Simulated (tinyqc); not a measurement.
Ion-assisted plasma etching: sheath, surface coverage, synergy and aspect-ratio dependence: one step, computed by the program tinyqc.

Radicals adsorb on bare sites; ions remove covered sites with a high yield and bare sites by sputtering; a slow spontaneous reaction acts everywhere, walls included.

Question. Open-field etch rate. Steady coverage: s G_n (1 - theta) = x Y G_i theta; removal flux = Y G_i theta + Y_p G_i (1 - theta) + k_c G_n; rate = flux/N, 1 cm/s = 6e8 nm/min. Lateral rate = k_c G_n/N; anisotropy = 1 - lateral/vertical; synergy = vertical/(ions alone + radicals alone), with ions alone Y_p G_i/N and radicals alone the lateral rate.

Inputs (values chosen for the exercise, close to those used for silicon dioxide in a fluorocarbon plasma):

| quantity | value | unit |
|---|---|---|
| gas temperature T_g | 400 | K |
| sticking coefficient s | 0.63 | - |
| radicals per removed unit x | 4 | - |
| spontaneous reaction probability k_c | 5.5e-06 | - |
| solid density N | 2.2e+22 | 1/cm^3 |

Feature: long trench.

yield Y = 0.5173880

sputter yield Y_p = 0.02111298

ion flux G_i = 7.778789e+14 1/(cm^2 s)

radical flux G_n = 3.397423e+17 1/(cm^2 s)

Give: coverage theta; vertical rate; lateral rate; anisotropy; synergy.

Answer.

coverage theta = 0.9925

vertical rate = 10.95 nm/min

lateral rate = 0.05096 nm/min

anisotropy = 0.9953

synergy = 21.95

The surface is nearly saturated: ions limit the ion-assisted part.
